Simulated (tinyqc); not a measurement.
# Worked calculation: reverse leakage of an n+-p junction: diffusion, generation, trap-assisted and band-to-band tunnelling

Numbers from tinyqc (`OMP_NUM_THREADS=1 python tinyqc.py 2290017 2290018 out.jsonl`; about 0.01 s on one thread of a shared Intel Xeon 2.30GHz). Printed values are rounded; ~0 in a residual or rate marks an entry under 1e-11 of the largest of its column.

One-sided abrupt junction in the depletion approximation, x from the junction (0) to W on the p side, field F = F0 (1 - x/W). Flat quasi-Fermi levels, long p side. Traps generate through SRH with both lifetimes shortened by 1 + Gamma (Hurkx enhancement, form for moderate fields); band-to-band generation is local and needs a total bending above Eg.

Parameters, values chosen for the exercise; band and dielectric values close to those of In0.53Ga0.47As:

| symbol | value | unit | meaning |
|---|---|---|---|
| T | 350 | K | temperature |
| Eg | 0.73 | eV | band gap |
| eps_r | 14 |  | relative permittivity |
| Nc | 2.68e17 | cm^-3 | conduction-band density of states at T |
| Nv | 9.67e18 | cm^-3 | valence-band density of states at T |
| Na | 2.7e17 | cm^-3 | acceptor density of the lighter side |
| Nd | 1e19 | cm^-3 | donor density of the heavier side |
| tau | 5e-7 | s | SRH lifetime of both carriers at zero field |
| Et | 0 | eV | trap level above the intrinsic level |
| mt | 0.053 | m0 | tunnelling mass |
| Dn | 4.4 | cm^2/s | electron diffusion coefficient on the lighter side |
| Ab | 3.6e16 | cm^-0.5 V^-2.5 s^-1 | band-to-band prefactor |
| Bb | 6.03e6 | V/cm | band-to-band field constant |
| VR | 1.1 | V | reverse bias |

Constants: q = 1.602176634e-19 C, kB = 1.380649e-23 J/K, hbar = 1.054571817e-34 J s, m0 = 9.1093837015e-31 kg, Vt = kB T/q, eps0 = 8.8541878128e-14 F/cm where lengths are in cm. Results are converted to the units shown.

Range of the model: The n+ side is degenerate, so Vbi from Boltzmann statistics is only a guide.

## Field, scales and diffusion current

ni = sqrt(Nc Nv) exp(-Eg/(2 Vt)), Eg in volts; Vbi = Vt ln(Na Nd/ni^2); W = sqrt(2 eps0 eps_r (Vbi + VR)/(q Na)); F0 = 2 (Vbi + VR)/W; FG = sqrt(24 mt m0 (kB T)^3)/(q hbar); J_diff = q ni^2 sqrt(Dn/tau)(1 - exp(-VR/Vt))/Na.

ni = 8.93330e12 cm^-3
Vbi = 0.731236 V
W = 102.444 nm
F0 = 357.508 kV/cm
FG = 214.007 kV/cm
J_diff = 1.40479e-7 A/cm^2

## Generation rates across the layer

u = (Vbi + VR)(1 - x/W)^2, p = Na exp(-u/Vt), n = Nd exp((u - Vbi - VR)/Vt); G0 = ni^2 (1 - exp(-VR/Vt))/(tau (n + p + 2 ni cosh(Et/Vt))); Gamma = 2 sqrt(3 pi)(F/FG) exp((F/FG)^2); trap-assisted part G0 Gamma; G_bb = Ab F^2.5 exp(-Bb/F) with F in V/cm, zero unless Vbi + VR > Eg. 13 equal steps.

```
point   x (nm)  F (kV/cm)     Gamma  G0 (cm^-3 s^-1)  G0 Gamma (cm^-3 s^-1)  G_bb (cm^-3 s^-1)
0        0.000    357.508   167.114       1.59607e13             2.66727e15         1.30131e23
1        7.880    330.007   102.085       1.25202e17             1.27813e19         2.61245e22
2       15.761    302.507   64.0072       8.77414e18             5.61608e20         3.99173e21
3       23.641    275.006   41.1371       8.93322e18             3.67486e20         4.28530e20
4       31.521    247.506   27.0531       8.93330e18             2.41673e20         2.88079e19
5       39.402    220.005   18.1614       8.93329e18             1.62241e20         1.02103e18
6       47.282    192.504   12.4046       8.93025e18             1.10776e20         1.45740e16
7       55.162    165.004   8.57840       8.61869e18             7.39346e19         5.35683e13
8       63.043    137.503   5.96126       3.08100e18             1.83666e19                 ~0
9       70.923    110.002   4.11040       1.81639e17             7.46608e17                 ~0
10      78.803     82.502   2.74628       1.49696e16             4.11106e16                 ~0
11      86.684     55.001   1.68576       2.48702e15             4.19252e15                 ~0
12      94.564     27.501  0.802142       8.46596e14             6.79090e14                 ~0
13     102.444      0.000         0       5.91101e14                      0                  0
```

## Current components

Each current is q times the trapezoid sum of its rate; J adds J_diff; J_bb under 1e-8 of the sum is given as 0.

J_SRH = 7.13722e-6 A/cm^2
J_TAT = 1.95656e-4 A/cm^2
J_bb = 0.0120752 A/cm^2
J = 0.0122782 A/cm^2

A fine grid gives J = 0.01029 A/cm^2; the coarse sum is 19 % above it. On the fine grid the largest part is band-to-band tunnelling (98.0 %). The simple estimate q ni W/(2 tau cosh(Et/Vt)) is 2.05 times the fine-grid J_SRH of 7.154e-6 A/cm^2, since near both edges n or p is large enough to quench generation.
